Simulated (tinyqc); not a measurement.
Amplitude against the length of the filling pulse.

In DLTS the amplitude of the capacitance transient follows the share of traps filled by the pulse. In the neutral layer an empty trap fills as 1 - exp(-tp/tc), tc = 1/(sn vth(T) Nd), vth(T) = vth (T/300 K)^0.5; emission during the pulse and slow capture at the depletion edge are neglected.

Parameters, values chosen for the exercise:
```
symbol    value   unit                       meaning
vth         2e7   cm/s     thermal velocity at 300 K
Nd       5.4e14  cm^-3         shallow donor density
sn      5.2e-14   cm^2         capture cross-section
T           162      K  temperature of the transient
```

Result of one run:
```
tp/tc	amplitude over its full value	ln(1 - that)
0.057777	0.056139	-0.057777
```

Which pulse length tp gave this result: 1.4e-10, 2.3e-10, 3e-9 or 5.1e-9 s?

tp = 1.4e-10 s.

The whole series:
```
tp (s)	tp/tc	amplitude over its full value	ln(1 - that)
1.4e-10	0.057777	0.056139	-0.057777
2.3e-10	0.094919	0.090553	-0.094919
3.8e-10	0.15682	0.14514	-0.15682
6.4e-10	0.26412	0.23212	-0.26412
1.1e-9	0.45396	0.36489	-0.45396
1.8e-9	0.74284	0.52424	-0.74284
3e-9	1.2381	0.71006	-1.2381
5.1e-9	2.1047	0.87812	-2.1047
8.6e-9	3.5491	0.97125	-3.5491
1.4e-8	5.7777	0.99690	-5.7777
```

The amplitude rises from 0.0561 to 0.997 of its full value. The last column is linear in tp with slope -1/tc, tc = 2.42e-9 s, which gives the cross-section from Nd and vth, independently of the Arrhenius intercept; 99 % filling needs 1.12e-8 s.

Computed by the program tinyqc: `OMP_NUM_THREADS=1 python tinyqc.py 2050009 2050010 out.jsonl`, one thread of a shared Intel Xeon 2.30GHz, about 0.01 s for the whole run.
